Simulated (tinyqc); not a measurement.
sp3s* tight binding: sweeps and comparisons. A value that a table varies takes the place of the one given here.

sp3s* tight binding, nearest neighbours only: anion (a) at 0, cation (c) at a/4 (1,1,1), orbitals s, px, py, pz, s* on each; k in units of 2 pi/a. With phases e_j = exp(i (pi/2) k.n_j) for n = (1,1,1), (1,-1,-1), (-1,1,-1), (-1,-1,1): g0 = (e1+e2+e3+e4)/4, g1 = (e1+e2-e3-e4)/4, g2 = (e1-e2+e3-e4)/4, g3 = (e1-e2-e3+e4)/4. The diagonal holds the levels Esa, Epa, Exa (s*) and Esc, Epc, Exc. Anion-cation block: <sa|sc> = Vss g0; <sa|xc> = Vsapc g1; <xa|sc> = -Vscpa g1; <xa|xc> = Vxx g0; <xa|yc> = <ya|xc> = Vxy g3, <xa|zc> = <za|xc> = Vxy g2, <ya|zc> = <za|yc> = Vxy g1; <s*a|xc> = Vxapc g1; <xa|s*c> = -Vpaxc g1; y and z take g2 and g3 in place of g1; s-s* and s*-s* vanish.

Values chosen for the exercise (near a published set for Si, fitted to gaps, whose masses and valley positions are rough; shifted at random, so the results belong to these values and not to a real crystal):
```
symbol  value   unit  meaning
Esa     -4.211  eV    s level of the anion
Epa     1.714   eV    p level of the anion
Esc     -4.211  eV    s level of the cation
Epc     1.714   eV    p level of the cation
Exa     6.672   eV    s* level of the anion
Exc     6.672   eV    s* level of the cation
Vss     -8.319  eV    s-s
Vxx     1.714   eV    px-px
Vxy     4.587   eV    px-py
Vsapc   5.719   eV    s anion, p cation
Vscpa   5.719   eV    s cation, p anion
Vxapc   5.36    eV    s* anion, p cation
Vpaxc   5.36    eV    p anion, s* cation
eta     2             scaling exponent
D001    0.77          ratio -ezz/exx
```

## What the s* orbital does

The s* couplings Vxapc and Vpaxc are scaled by f; f = 0 is the plain sp3 model. Gaps from the top of the valence band at Gamma; the Delta value is the minimum on (x,0,0), 0.5 <= x <= 1.

Gaps (eV):
```
f      Gamma   Delta       L  x of the minimum
0.00  3.4280  4.0798  4.0155             0.500
0.25  3.4280  3.7920  3.8300             0.500
0.50  3.4280  3.1358  3.4126             0.560
0.75  3.4280  2.1852  2.9392             0.698
0.90  3.4280  1.5757  2.6638             0.723
1.00  3.4280  1.1689  2.4889             0.732
1.10  3.4280  0.7649  2.0936             0.736
```

How do the results move?

The gap at Gamma stays, since g1 to g3 vanish there. From f = 0 to 1 the s* levels lower the Delta value by 2.911 eV and L by 1.527 eV. For f = 0 and 0.25 the least value lies at x = 0.5, the end of the range: any valley further out lies above that value until s* has lowered it enough. The lowest of the three is Gamma at f = 0 and the Delta line at f = 1.

## Hydrostatic strain (sp3s* tight binding, strained)

Strain e moves each bond vector to d = (1 + e) d0 (no internal displacement for the diagonal strains used here) and k is given in fractions of the strained reciprocal cell, so the phases stay. Two-centre values Vss_sigma = Vss/4, Vsp_sigma = sqrt3 V/4 for each s-p and s*-p pair, Vpp_sigma = (Vxx + 2 Vxy)/4, Vpp_pi = (Vxx - Vxy)/4 are scaled by (d0/d)^eta and combined with the new direction cosines; the levels on the diagonal stay.

exx = eyy = ezz = e. Gaps as measured from the top of the valence band; the deformation potentials are (gap(0.01) - gap(-0.01))/0.06.

Gaps (eV):
```
e       Gamma   Delta       L  x of the minimum
-0.03  3.6433  1.1870  2.5437             0.721
-0.02  3.5693  1.1812  2.5342             0.725
-0.01  3.4976  1.1751  2.5245             0.728
0.00   3.4280  1.1689  2.4889             0.732
0.01   3.3605  1.1624  2.3861             0.735
0.02   3.2949  1.1558  2.2862             0.739
0.03   3.2312  1.1490  2.1889             0.743
```

gap deformation potentials (eV): Gamma -2.286, Delta -0.212, L -2.306

How do the results move?

Per unit of volume strain the gaps move by -2.29 (Gamma), -0.21 (Delta) and -2.31 eV (L). The lowest valley stays the Delta line over the range. These potentials follow from the one exponent eta, which fitted models replace by one for each integral; with it the sizes are rough, the sign for Delta can be wrong (in Si, Ge and the III-V crystals measured values are small and positive), and the pressures at which valleys cross, and which valley takes over, are rough too. A gap of zero, where one is listed, marks an s level that has sunk below the valence top.

## Biaxial strain splits the top of the valence band (sp3s* tight binding, strained)

No spin-orbit coupling; k = 0; exx = eyy = e, ezz = -D001 e. The four bonds keep equal lengths, and the sums over them give Vxx(e) for px and py and Vzz(e) for pz; each level is the lower root of [[Epa, V], [V, Epc]], and the s level the upper root of the s block. The shear potential b follows from E(x,y) - E(z) = 3 b (exx - ezz), taken as the slope between e = -0.005 and 0.005.

Couplings and levels at Gamma (eV):
```
e           ezz  Vxx(e)  Vzz(e)   E(x,y)     E(z)  E(x,y) - E(z) (meV)  upper s level
-0.020   0.0154  1.6304  1.9651   0.0836  -0.2511                334.7         4.2437
-0.010   0.0077  1.6731  1.8379   0.0409  -0.1239                164.9         4.1760
-0.005   0.0039  1.6937  1.7756   0.0203  -0.0616                 81.8         4.1421
0.005   -0.0039  1.7338  1.6533  -0.0198   0.0607                -80.6         4.0739
0.010   -0.0077  1.7532  1.5933  -0.0392   0.1207               -159.9         4.0396
0.020   -0.0154  1.7907  1.4759  -0.0767   0.2381               -314.9         3.9710
```

b = -3.058 eV

What can be read from the table?

Under tension in the plane (e > 0) the bonds tilt towards the plane, Vxx grows to 1.7532 and Vzz falls to 1.5933 eV at e = 0.01, and the pz state forms the top of the valence band, by 159.9 meV; under compression (e = -0.01) the px, py pair does, by 164.9 meV. The slope gives b = -3.06 eV, a rough value, since on-site strain terms are left out (measured values lie near -2 eV).

## What each parameter does

Gaps from the top of the valence band at Gamma; Delta is the minimum on (x,0,0), 0.5 <= x <= 1. A change on one sublattice alone makes the two atoms unequal. Each row changes one parameter from the base and keeps the others.

Results:
```
case             Ev (eV)  gap Gamma (eV)  gap Delta (eV)  gap L (eV)
base              0.0000          3.4280          1.1689      2.4889
Vss = -8.019 eV   0.0000          3.4280          1.1893      2.3947
Vxx = 1.914 eV   -0.2000          3.8280          1.4058      2.6737
Exa = 6.372 eV    0.0000          3.4280          1.1108      2.3966
Epa = 2.014 eV    0.1434          3.4411          1.0937      2.3515
Vpaxc = 5.66 eV   0.0000          3.4280          1.0511      2.3417
Vxapc = 5.16 eV   0.0000          3.4280          1.2425      2.4952
```

How do the results move?

The largest shifts from the base row, up to three for each result and ties (the steps differ in size, so this ranks the rows, not the parameters). Ev (eV): Vxx -0.2000, Epa +0.1434; unchanged at the printed digits by Vss, Exa, Vpaxc and Vxapc. gap Gamma (eV): Vxx +0.4000, Epa +0.0131; unchanged at the printed digits by Vss, Exa, Vpaxc and Vxapc. gap Delta (eV): Vxx +0.2369, Vpaxc -0.1178, Epa -0.0752. gap L (eV): Vxx +0.1848, Vpaxc -0.1472, Epa -0.1374. Exa, Vpaxc and Vxapc cannot move Ev or the gap at Gamma, whose blocks do not hold them; s parameters never move Ev, and move the gap only where the lowest empty level at Gamma is s-like.

Computed by tinyqc, a small Python program: `OMP_NUM_THREADS=1 python tinyqc.py 1450758 1450759 out.jsonl` (the numbers bound the seed that draws the inputs); one thread of a shared host (Intel(R) Xeon(R) Processor @ 2.30GHz), about 0.1 s for the whole set of steps.
